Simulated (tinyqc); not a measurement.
From lone donors to an impurity band: impurity band of shallow donors (Hubbard estimate).

Constants: e^2/(4 pi eps0) = 14.39964547 eV angstrom.

Inputs chosen for the exercise (out of a larger set: near those of two donors in Si; not measured data): a = 17.3 angstrom (orbital radius); eps = 11.4 (dielectric constant); Ns = (0.032, 0.079, 0.19, 0.47, 1.1, 2.4, 4.7) x 1e18/cm^3 (donor densities).

Donors on a simple cubic lattice of spacing R = N^(-1/3) (1/angstrom^3 = 1e24/cm^3), Ha* = q/(eps a), q = e^2/(4 pi eps0), x = R/a. Hopping t = Ha* (1 + x) exp(-x), band width B = 12 t, on-site repulsion U = (5/8) Ha*; the gap closes near B/U = 1.15. Valley factors and disorder are left out.

Results:

| N (1e18/cm^3) | R (angstrom) | N^(1/3) a | t (meV) | B (meV) | B/U |
|---|---|---|---|---|---|
| 0.032 | 315.0 | 0.055 | 1.74e-05 | 0.000208 | 4.57e-06 |
| 0.079 | 233.1 | 0.074 | 0.00149 | 0.0179 | 0.000392 |
| 0.19 | 173.9 | 0.099 | 0.0347 | 0.416 | 0.00912 |
| 0.47 | 128.6 | 0.135 | 0.364 | 4.36 | 0.0956 |
| 1.1 | 96.9 | 0.179 | 1.78 | 21.4 | 0.469 |
| 2.4 | 74.7 | 0.232 | 5.18 | 62.1 | 1.36 |
| 4.7 | 59.7 | 0.290 | 10.3 | 124 | 2.71 |

B/U passes 1.15 between 1.1 and 2.4 x 1e18/cm^3; the root is x = 4.52, N^(1/3) a = 0.221, N = 2.1 x 1e18/cm^3, below the 3.4 that the empirical rule N^(1/3) a = 0.26 gives; the estimate is rough, since random positions, the overlap of the orbitals and screening are left out. While N grows by 147 times, t grows by 5.94e+05 times.

Computed by tinyqc, a small Python program: `OMP_NUM_THREADS=1 python tinyqc.py 1250247 1250248 out.jsonl` (the numbers bound the seed that draws the inputs); one thread of a shared host (Intel(R) Xeon(R) Processor @ 2.30GHz), about 0.01 s for the whole set of steps.
